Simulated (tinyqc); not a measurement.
# Shape of the distribution and failure rate

For F(t) = 1 - exp(-(t/t63)^beta): mean t63 Gamma(1 + 1/beta), median t63 (ln 2)^(1/beta), deviation t63 sqrt(Gamma(1 + 2/beta) - Gamma(1 + 1/beta)^2), failure rate (beta/t63)(t/t63)^(beta - 1).

Parameters, values chosen for the exercise: characteristic time of a test capacitor t63 = 320 s.

Result of one run:
```
beta	mean (s)	median (s)	deviation/mean	rate at 0.01 t63 (1/s)	rate at t63 (1/s)
1.3	295.5	241.4	0.7757	0.001020	0.004063
```

What becomes of these results when the Weibull slope beta is changed from 1.3 to 1, all else the same?

Result of the changed run:
```
beta	mean (s)	median (s)	deviation/mean	rate at 0.01 t63 (1/s)	rate at t63 (1/s)
1	320.0	221.8	1.000	0.003125	0.003125
```

The whole series:
```
beta	mean (s)	median (s)	deviation/mean	rate at 0.01 t63 (1/s)	rate at t63 (1/s)
0.5	640.0	153.7	2.236	0.01562	0.001563
0.7	405.1	189.6	1.462	0.008709	0.002188
1	320.0	221.8	1.000	0.003125	0.003125
1.3	295.5	241.4	0.7757	0.001020	0.004063
1.7	285.5	257.9	0.6055	2.115e-4	0.005313
2.2	283.4	270.9	0.4798	2.737e-5	0.006875
3	285.8	283.2	0.3634	9.375e-7	0.009375
4	290.0	292.0	0.2805	1.250e-8	0.01250
```

The relative spread falls from 2.24 to 0.281. For beta < 1 the rate falls with time (early failures), at 1 it is constant, 0.00313 1/s, and above 1 it grows (wear-out): the early rate goes from 10.0 times the rate at t63 to 1.00e-6 times.

Numbers from tinyqc (`OMP_NUM_THREADS=1 python tinyqc.py 2070139 2070140 out.jsonl`; about 0.01 s on one thread of a shared Intel Xeon 2.30GHz).
